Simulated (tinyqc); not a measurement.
What each parameter does: averaged masses of warped heavy- and light-hole bands.

Four-band hole energies E = c k^2 f(u), c = hbar^2/2m0, f = g1 -/+ 2 sqrt(g2^2 + 3 (g3^2 - g2^2) s), s = ux^2 uy^2 + uy^2 uz^2 + uz^2 ux^2 for the unit vector u; minus for heavy, plus for light holes; the mass along u is 1/f.

Grid: n x n midpoints in cos(theta) from 0 to 1 and phi from 0 to pi/2, equal weights. m_d = <f^(-3/2)>^(2/3). Conductivity mass for one scattering time: 1/m_c = <|w|^2 f^(-5/2)>/<f^(-3/2)> with w = grad_k(k^2 f)/(2 k), that is |w|^2 = f^2 + |angular gradient of f|^2/4.

Inputs chosen for the exercise (out of a larger set: near those of Ge; not measured data): g1 = 13.49 (Luttinger gamma1); g2 = 4.25 (gamma2); g3 = 5.67 (gamma3).

n = 40.

One parameter was then changed.

Results before and after:
```
case     m_d heavy (m0)  m_c heavy (m0)  m_d light (m0)  m_c light (m0)
base             0.3298          0.2687          0.0421          0.0419
changed          0.3843          0.2958          0.0429          0.0427
```

Which of these changes was made? (a) g1 = 13.085; (b) g2 = 4.122; (c) g3 = 5.84.
Answer: (a) g1 = 13.085. Of the candidates, run in turn, only this one gives the changed row.

All candidates:
```
case         m_d heavy (m0)  m_c heavy (m0)  m_d light (m0)  m_c light (m0)
base                 0.3298          0.2687          0.0421          0.0419
g1 = 13.085          0.3843          0.2958          0.0429          0.0427
g2 = 4.122           0.3233          0.2577          0.0423          0.0421
g3 = 5.84            0.3633          0.2734          0.0418          0.0415
```

Program tinyqc; command `OMP_NUM_THREADS=1 python tinyqc.py 1081335 1081336 out.jsonl`; about 0.03 s on one thread of a shared Intel(R) Xeon(R) Processor @ 2.30GHz.
